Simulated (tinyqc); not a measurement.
Worked calculation: heavy doping: gap narrowing, degeneracy and the minority density. Values are carried at full precision from step to step, so a last printed digit may differ when a step is redone from the rounded ones.

Empirical narrowing (Slotboom form, constants chosen for the exercise; published fits of this form give the apparent narrowing, here it is taken as the true one): dEg = E0 [ln(N/N0) + sqrt(ln(N/N0)^2 + C)].

Constants: kB = 8.617333262e-05 eV/K; e^2/(4 pi eps0) = 14.39964547 eV angstrom.

Parameters, chosen for this exercise (gap and densities of states near those of Si at this temperature; narrowing constants near the fits for Si; not measured data):
- N = 2e+18 1/cm^3 (ionised acceptors, equal to the majority density)
- E0 = 7.85 meV (narrowing scale)
- N0 = 1.3e+17 1/cm^3 (onset density)
- C = 0.5 (smoothing constant)
- Nv = 1.22e+19 1/cm^3 (valence-band density of states)
- Eg = 1.112 eV (gap)
- Nc = 2.69e+19 1/cm^3 (conduction-band density of states)
- T = 300 K
- eps = 11.6 (dielectric constant)
- Mv = 1 (majority valleys)

## Gap narrowing

Evaluate at N.

ln(N/N0) = 2.7334
dEg (empirical fit) = 43.62 meV

Well above N0 each decade of doping adds 2 E0 ln 10 = 36.2 meV.

## Degeneracy of the majority band

F_j(eta) = (1/Gamma(j + 1)) integral_0^infinity x^j dx/(1 + exp(x - eta)), which tends to exp(eta) for eta << 0.

Majority: N = Nv F_1/2(eta), eta the distance of EF beyond the majority band edge in kT. Degeneracy factor gam = F_1/2(eta)/exp(eta). ni0^2 = Nc Nv exp(-Eg/kT); product n p = ni0^2 gam exp(dEg/kT), dEg the true narrowing; apparent narrowing dEa = dEg + kT ln gam; minority density = n p/N.

Solve for eta and form gam.

N/Nv = 0.1639
eta = -1.7505
gam = 0.9438

## Product and minority density

Combine both effects.

ni0 = 8.27e+09 1/cm^3
exp(dEg/kT) = 5.40
dEa = 42.1 meV
sqrt(n p) = 1.87e+10 1/cm^3
minority density = 175 1/cm^3

Narrowing multiplies the product by 5.4 and degeneracy by 0.944; together they change the minority density by a factor 5.1 against ni0^2/N.

## Two estimates of the size

Two physical estimates, e2 = e^2/(4 pi eps0), N in 1/angstrom^3: exchange shift at the Fermi level, Ex = (e2/eps) kF/pi with kF = (3 pi^2 N/Mv)^(1/3); screened-pair energy (Lanyon-Tuft), Es = (3/4)(e2/eps) qs with qs^2 = (4 pi e2 N/(eps kT)) F_-1/2(eta)/F_1/2(eta).

Evaluate both at N.

kF = 0.03898 1/angstrom
Ex = 15.40 meV
Es = 31.45 meV

Against the fitted dEg = 43.6 meV, Ex is 0.35 and Es 0.72 times as large; each keeps one mechanism only, and Ex assumes a strongly degenerate gas, while here eta is only -1.75.

## Checks

- Minority density against the Boltzmann occupation of the other band at the narrowed gap (1/cm^3): both 174.6.

Program tinyqc; command `OMP_NUM_THREADS=1 python tinyqc.py 1652457 1652458 out.jsonl`; about 0.01 s on one thread of a shared Intel(R) Xeon(R) Processor @ 2.30GHz.
